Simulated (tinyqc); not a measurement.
Worked calculation: Hubbard ring of 3 sites. One step of it, computed by the program tinyqc.

Problem. Mean-field iteration 3. H(up) = T + U n(down), H(down) = T + U n(up); fill the lowest levels; n(new) = n + mixing (n(out) - n); E = tr T (rho up + rho down) + U sum n_up n_down of the output.

one-body matrix (hopping and site energies) (eV), order 1, 2, 3:
```
[[-0.490000, -0.730000, -0.730000],
 [-0.730000, -0.900000, -0.730000],
 [-0.730000, -0.730000, 0.540000]]
```

U = 0.900000 eV

electrons, up and down: [2, 1]

mixing = 0.200000

n(up) after iteration 2: [0.744520, 0.768851, 0.487269]

n(down) after iteration 2: [0.333234, 0.395732, 0.270393]

Give: levels, up; levels, down; energy; n(up) after iteration 3; n(down) after iteration 3.

Solution.

levels, up (eV): [-1.5667, 0.3708, 1.2454]

levels, down (eV): [-1.2430, 0.7227, 1.4708]

energy = -3.0126 eV

n(up) after iteration 3: [0.7717, 0.8045, 0.4243]

n(down) after iteration 3: [0.3328, 0.4151, 0.2516]
